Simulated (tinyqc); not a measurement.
From results back to parameters: two-level Kane dispersion of a narrow-gap semiconductor. Three cases, with inputs chosen for the exercise.

Problem. In the two-level Kane model E = Eg/2 + sqrt(Eg^2/4 + (2/3) Ep c k^2), c = hbar^2/2m0, and the momentum mass is m(k) = (3/(2 Ep)) sqrt(Eg^2 + (8/3) Ep c k^2). It is given at the Fermi wave vectors kF = (3 pi^2 n)^(1/3) of two densities (1 cm^-3 = 1e-24 angstrom^-3).

Constants: hbar^2/2m0 = 3.80998211 eV angstrom^2.

Find: kF^2; Ep; edge mass; |Eg|.

Case 1.

Values chosen (out of a larger set: near those of InSb; not measured data): n12 = (6.5e+15, 1.5e+18) cm^-3 (two densities).

masses at the two densities (m0): 0.01588022  0.03821368

Solution.

kF^2 (1/angstrom^2): 3.3334e-05  0.0012541

Ep = 23.1 eV
edge mass = 0.01481 m0
|Eg| = 0.228 eV

m^2 = m0*^2 + (6 c/Ep) kF^2 is a straight line in kF^2: the slope gives Ep, the intercept the edge mass, and |Eg| = (2/3) Ep m0*. The sign of Eg does not enter. The two-level form takes Dso as infinite, which overstates the mass where Dso is not large against Eg.

Case 2.

Values chosen (out of a larger set: near those of grey Sn; not measured data): n12 = (8.3e+15, 7.5e+17) cm^-3 (two densities).

masses at the two densities (m0): 0.02765334  0.03912720

Solution.

kF^2 (1/angstrom^2): 3.9234e-05  0.00079005

Ep = 22.4 eV
edge mass = 0.02692 m0
|Eg| = 0.402 eV

m^2 = m0*^2 + (6 c/Ep) kF^2 is a straight line in kF^2: the slope gives Ep, the intercept the edge mass, and |Eg| = (2/3) Ep m0*. The sign of Eg does not enter. For Eg < 0 the edge mass does not depend on Dso, which enters only as EF nears it.

Case 3.

Values chosen (out of a larger set: near those of InAs; not measured data): n12 = (2.9e+15, 7.8e+17) cm^-3 (two densities).

masses at the two densities (m0): 0.02916317  0.04123075

Solution.

kF^2 (1/angstrom^2): 1.9463e-05  0.00081098

Ep = 21.3 eV
edge mass = 0.02880 m0
|Eg| = 0.409 eV

m^2 = m0*^2 + (6 c/Ep) kF^2 is a straight line in kF^2: the slope gives Ep, the intercept the edge mass, and |Eg| = (2/3) Ep m0*. The sign of Eg does not enter. The two-level form takes Dso as infinite, which overstates the mass where Dso is not large against Eg.

Computed by tinyqc, one run a case: `OMP_NUM_THREADS=1 python tinyqc.py N N+1 out.jsonl` with N = 1080955, 1080977, 1080982; one thread of a shared Intel(R) Xeon(R) Processor @ 2.30GHz, about 0.01 s a run at most.
